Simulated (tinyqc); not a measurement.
Admittance spectroscopy and thermally stimulated current of one trap level in a depletion layer: one step, computed by the program tinyqc. Command: `OMP_NUM_THREADS=1 python tinyqc.py 3113314 3113315 out.jsonl admit walk`. One thread of a shared host (Intel(R) Xeon(R) Processor @ 2.30GHz), about 0.01 s of CPU time with the checks.

A Schottky junction on n-type material holds one donor-like electron trap; shallow donors are fully ionised and abrupt depletion edges are assumed.

Question. The capacitance step. With E_c - E_F = k_B T_p ln(N_c/N): lambda = sqrt(2 eps eps_0 (E_t - (E_c - E_F))/(e^2 N)); traps are empty and charged for x < x_t = w - lambda, and V_b = e (N w^2 + N_t x_t^2)/(2 eps eps_0). High frequency: C_hf = eps eps_0/w. Low frequency: C_lf = eps eps_0 (N + N_t)/(N w + N_t x_t).

Inputs (values chosen for the exercise, modelled on n-type GaN):
```
quantity                       value    unit
dielectric constant eps         9.57       -
shallow doping N               2e+15  1/cm^3
trap density N_t               3e+14  1/cm^3
trap depth E_t below the band  0.391      eV
band bending V_b                   1       V
```

E_c - E_F = k_B T_p ln(N_c/N) = 0.2872586 eV

Constants: eps_0 = 8.8541878128e-12 F/m; e = 1.602176634e-19 C.

Give: lambda; depletion width w; crossing point x_t; C_hf; C_lf; step (C_lf - C_hf)/C_hf; small-N_t estimate (N_t/N)(lambda/w).

Answer.

lambda = 234.2 nm

depletion width w = 704.1 nm

crossing point x_t = 469.9 nm

C_hf = 12.03 nF/cm^2

C_lf = 12.58 nF/cm^2

step (C_lf - C_hf)/C_hf = 0.04536

small-N_t estimate (N_t/N)(lambda/w) = 0.04990

Reading N_t/N straight from the step would give 0.0454 against the true 0.150: the factor lambda/w must be known.
